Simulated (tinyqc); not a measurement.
Interface traps from C-V curves, high-low and Terman methods: subthreshold swing with traps.

MOS capacitor on an n-type substrate; psi is the band bending, negative in depletion; only majority carriers are counted. At the bending psi the Fermi level lies y = xi - psi below the conduction edge at the surface, xi = Vt ln(Nc/Nd). Dit(y) = D0 + D1 exp(-y/E1); traps fill up to the Fermi level, follow the bias and a slow signal, and do not follow a fast one. V is the gate voltage from flat band.

Cox = 3.9 eps0/EOT, LD = sqrt(eps0 eps_r Vt/(q Nd)), u = psi/Vt, Cd = (eps0 eps_r/(sqrt(2) LD)) |exp(u) - 1|/sqrt(exp(u) - u - 1). At psi = -0.274 V the swing of a transistor with this gate would be S = Vt ln 10 (1 + (Cd + q Dit)/Cox), Dit as above.

Inputs (values chosen for the exercise); band and dielectric values close to those of silicon: temperature T = 200 K; relative permittivity eps_r = 11.9; conduction-band density of states at T Nc = 1.5e19 cm^-3; donor density Nd = 4.3e17 cm^-3; equivalent oxide thickness EOT = 17 nm; band-tail density at the conduction edge D1 = 2.5e11 cm^-2 eV^-1; decay energy of the tail E1 = 0.14 eV.

Constants: q = 1.602176634e-19 C, kB = 1.380649e-23 J/K, Vt = kB T/q, eps0 = 8.8541878128e-14 F/cm where lengths are in cm. Results are converted to the units shown.

Result of one run:
```
Dit (cm^-2 eV^-1)  q Dit/Cox  S (mV/decade)
1.8228e12             1.4378         170.19
```

Which trap density far from the band edge D0 gave this result: 2.1e11, 6.2e11, 1.8e12, 5.3e12 or 1.5e13 cm^-2 eV^-1?

D0 = 1.8e12 cm^-2 eV^-1.

The whole series:
```
D0 (cm^-2 eV^-1)  Dit (cm^-2 eV^-1)  q Dit/Cox  S (mV/decade)
8.5e9                     3.1307e10   0.024693         114.12
2.5e10                    4.7807e10   0.037708         114.63
7.3e10                    9.5807e10   0.075569         116.14
2.1e11                    2.3281e11    0.18363         120.42
6.2e11                    6.4281e11    0.50702         133.26
1.8e12                    1.8228e12     1.4378         170.19
5.3e12                    5.3228e12     4.1984         279.75
1.5e13                    1.5023e13     11.849         583.37
```

S rises from 114 to 583 mV/decade; without traps it is 113. The traps add 10 mV/decade at Dit = 3.19e11 cm^-2 eV^-1 and equal Cox at 1.27e12.

Program tinyqc, `OMP_NUM_THREADS=1 python tinyqc.py 2030115 2030116 out.jsonl`; Intel Xeon 2.30GHz, shared host, one thread, about 0.01 s.
